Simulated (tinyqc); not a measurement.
Random telegraph noise from one oxide trap in a small MOSFET: time constants and noise against gate voltage.

An acceptor-like trap exchanges electrons with the channel. Inversion charge Q = Cox u, u = n Vt W0(exp((Vg - VT)/(n Vt))), W0 the Lambert function, n = nf, Cox = eps0 eox/tox; linear regime Id = (W/L) mu Q Vd. Relative to threshold the surface potential rises by Vt ln(u/u0) and the oxide voltage by the rest of Vg - VT, with u0 = n Vt W0(1).

N = Cox u/q; dpsi = Vt ln(u/u0); E = E0 - dpsi - (xt/tox)(Vg - VT - dpsi); capture time tc = 1/[(N/zi) vth s0 exp(-xt/lt - EB/Vt)]; emission time te = tc exp(-E/Vt); occupancy te/(tc + te). A = W L; threshold step dV = q (1 - xt/tox)/(Cox A); gm/Id = 1/(u + n Vt); relative step dI/I = (gm/Id) dV + asc mu/A. fc = (1/tc + 1/te)/(2 pi); rms = (dI/I) sqrt(tc te)/(tc + te).

Values chosen for this exercise; values of the order met in silicon transistors:
- T = 250 K (temperature)
- eox = 3.9 (relative permittivity of the gate insulator (close to silicon dioxide))
- tox = 1.4 nm (insulator thickness)
- xt = 0.7 nm (depth of the trap from the channel interface)
- E0 = -0.04 eV (trap level above the channel Fermi level at threshold)
- s0 = 3e-15 cm^2 (capture prefactor)
- EB = 0.5 eV (capture barrier (lattice relaxation))
- lt = 0.13 nm (tunnelling decay length)
- vth = 1.5e7 cm/s (thermal velocity)
- zi = 2.1 nm (thickness of the inversion layer)
- VT = 0.25 V (threshold voltage)
- nf = 1.2 (body factor)
- W = 40 nm (gate width)
- L = 29 nm (gate length)
- mu = 380 cm^2/(V s) (mobility)
- asc = 0 V s (scattering coefficient of the charged trap)
- Vd = 0.05 V (drain voltage)

Constants: q = 1.602176634e-19 C, kB = 1.380649e-23 J/K, Vt = kB T/q, eps0 = 8.8541878128e-14 F/cm where lengths are in cm. Results are converted to the units shown.

Time constants and noise against gate voltage:
```
Vg (V)     E (eV)    tc (s)  te (s)  occupancy  dI/I (%)    fc (Hz)  rms dI/I (%)
-0.04     0.21972  2.2856e6  85.025  3.7199e-5    10.830  0.0018719      0.066054
0.02      0.16473  2.2444e5  107.24  4.7760e-4    10.829  0.0014848       0.23660
0.08      0.10974     22064  135.34  0.0060967    10.815  0.0011832       0.84190
0.14     0.054875    2193.8  171.78   0.072615    10.681  9.9906e-4        2.7717
0.2     0.0010953    241.24  229.28    0.48729    9.6075  0.0013539        4.8022
0.26    -0.047541    42.761  388.54    0.90086    6.3039  0.0041315        1.8840
0.32    -0.088628    15.278  934.81    0.98392    3.5985   0.010588       0.45264
0.38     -0.12525    8.2628  2767.1    0.99702    2.2965   0.019319       0.12512
0.44     -0.15971    5.4608  9054.5    0.99940    1.6353   0.029163      0.040137
```

Read the table: what changes, and by how much?

tc falls from 2.29e6 to 5.46 s as the channel fills and te rises from 85.0 to 9050 s; they are equal at Vg = 0.201 V, where E = 0. The rms noise goes from 0.0661 through a maximum of 4.80 (at Vg = 0.2 V among the rows listed) to 0.0401 %. The slope -Vt d ln(tc/te)/dVg is 0.917 between the first two rows and 0.574 between the last two; it tends to xt/tox = 0.500 only when the surface potential stops moving.

Range of the model: VT is taken as given; short-channel effects and the uneven flow of current among few electrons are left out.

Numbers from tinyqc (`OMP_NUM_THREADS=1 python tinyqc.py 2710072 2710073 out.jsonl`; about 0.01 s on one thread of a shared Intel Xeon 2.30GHz).
